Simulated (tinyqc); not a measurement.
Crystal pulling from the melt: segregation, interface stability, heat balance and point-defect regime: one step, computed by the program tinyqc.

A dilute solute; steady pulling with a flat interface unless it is found unstable.

Problem. Concentration at the frozen fraction g. Axial profile: C_s = k_eff C0 (1 - g)^(k_eff - 1); bulk melt C_L = C_s/k_eff. Usable fraction: the g at which C_s has changed by 30 % from its first value (0.99 at most).

Inputs (values chosen for the exercise, modelled on carbon in silicon): initial melt concentration C0 = 1.6e+18 1/cm^3; frozen fraction g = 0.45.

Loss from the melt surface: none.

k_eff = 0.08577747

Give: C_s; C_L; usable fraction.

Solution.

C_s = 2.371e+17 1/cm^3

C_L = 2.764e+18 1/cm^3

usable fraction = 0.2495

C_s rises along the crystal.
